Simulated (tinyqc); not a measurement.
Worked calculation: coherent transport through a tight-binding region between two chains. Computed by tinyqc, a small Python program that keeps every step. Settings: temperature = 300, mu = -0.14. Command: `OMP_NUM_THREADS=1 python tinyqc.py 29391 29392 out.jsonl` (the two numbers bound the seeds that draw the settings). One thread of a shared host (Intel(R) Xeon(R) Processor @ 2.60GHz), about 0.07 s of CPU time with the checks.

## Transmission at E = -0.2 eV

H of the central region (eV):
```
           1          2          3
1   0.000000  -1.290000   0.000000
2  -1.290000   0.000000  -0.790000
3   0.000000  -0.790000   0.000000
```

Leads: semi-infinite chains with site energy 0:
```
parameter                           value
lead hopping t (eV)              2.110000
coupling to the left lead (eV)   0.540000
coupling to the right lead (eV)  0.620000
left contact site                       1
right contact site                      3
```

E = -0.200000 eV

Surface Green function g = (E - i sqrt(4 t^2 - E^2)) / (2 t^2); self-energy tc^2 g on each contact site; G = (E - H - Sigma)^(-1); Gamma = -2 Im Sigma; T = Gamma_L Gamma_R |G_LR|^2; local density of states -Im G_ii / pi.

g = -0.022461-0.473401i 1/eV

G (1/eV):
```
                     1                   2                    3
1  -0.728006-0.711078i  0.589928-0.028730i   1.338119+1.153853i
2   0.589928-0.028730i  0.085392-0.067437i   0.324141+0.029841i
3   1.338119+1.153853i  0.324141+0.029841i  -2.102968-1.876586i
```

local density of states (1/eV): 0.226343  0.021466  0.597336

transmission = 0.313699

## Transmission across the band

The same steps on a grid of energies.

T(E):
```
E (eV)              T
-4.00900000  3.95e-06
-3.60810000  0.000022
-3.20720000  0.000080
-2.80630000  0.000284
-2.40540000  0.001208
-2.00450000  0.008403
-1.60360000  0.431542
-1.20270000  0.085497
-0.80180000  0.058166
-0.40090000  0.128830
0.00000000   0.689719
0.40090000   0.128830
0.80180000   0.058166
1.20270000   0.085497
1.60360000   0.431542
2.00450000   0.008403
2.40540000   0.001208
2.80630000   0.000284
3.20720000   0.000080
3.60810000   0.000022
4.00900000   3.95e-06
```

levels of the isolated region (eV): -1.512680  0.000000  1.512680

## Current

I = (2e/h) int T(E) [f(E - mu - V/2) - f(E - mu + V/2)] dE at 300 K with mu = -0.14 eV, the bias not changing H; 2e^2/h = 77.48092 microsiemens; the integral runs over the band on 4001 points.

Current:
```
V (volt)  I (microampere)
0.010000         0.339332
0.050000         1.698273
0.100000         3.405556
0.200000         6.853814
0.400000        13.425692
0.800000        21.566386
```
